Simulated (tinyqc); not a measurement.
Series resistance and mobility from two gate lengths.

Question. At small Vds the total resistance times width is 2 Rs + L/(mu Q), with the same mu and Q at both lengths. Find mu and Rs.

total resistance at L = 30 and 250 nm (ohm um): 632.27513  1602.2928
Q = 1.89 uC/cm^2

Solution. The slope against L is 1/(mu Q), and the intercept at L = 0 is 2 Rs.

mu = 120.0 cm^2/(V s)
Rs = 250.0 ohm um

tinyqc, about 0.01 s, one thread, Intel Xeon 2.30GHz (shared host): `OMP_NUM_THREADS=1 python tinyqc.py 2380028 2380029 out.jsonl`
